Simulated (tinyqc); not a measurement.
Hopping conduction between localised states: one step, computed by the program tinyqc. Command: `OMP_NUM_THREADS=1 python tinyqc.py 3027705 3027706 out.jsonl hop walk`. One thread of a shared host (Intel(R) Xeon(R) Processor @ 2.30GHz), about 0.01 s of CPU time with the checks.

Energies are counted from the Fermi level. A small network shows the mechanism; the laws of an infinite system follow.

Question. Kirchhoff solution. Site 1 is held at potential 1 and site 7 at 0; Kirchhoff's law sum_j G_ij (u_i - u_j) = 0 fixes the others; G = sum_j G_1j (1 - u_j). G_ij = G_0 exp(-s_ij).

Inputs (values chosen for the exercise, for a model amorphous semiconductor): conductance scale G_0 = 1 microsiemens; temperature T = 48 K.

Dimension: 2D.

s_ij:
```
          1         2         3         4         5         6         7
1   0.00000   4.60885   6.92710  10.12926  13.78037  15.61846  18.66808
2   4.60885   0.00000   5.57113   8.16815  11.66075  13.60130  17.32070
3   6.92710   5.57113   0.00000   5.37613   7.27800   9.22853  12.09187
4  10.12926   8.16815   5.37613   0.00000   6.75902   7.78221  11.86403
5  13.78037  11.66075   7.27800   6.75902   0.00000   3.10023   6.46165
6  15.61846  13.60130   9.22853   7.78221   3.10023   0.00000   4.82588
7  18.66808  17.32070  12.09187  11.86403   6.46165   4.82588   0.00000
```

Give: potentials; conductance G; -ln(G/G_0).

Answer.

potentials: 1.000  0.912  0.709  0.579  0.135  0.120  0.000

conductance G = 0.001178 microsiemens

-ln(G/G_0) = 6.744
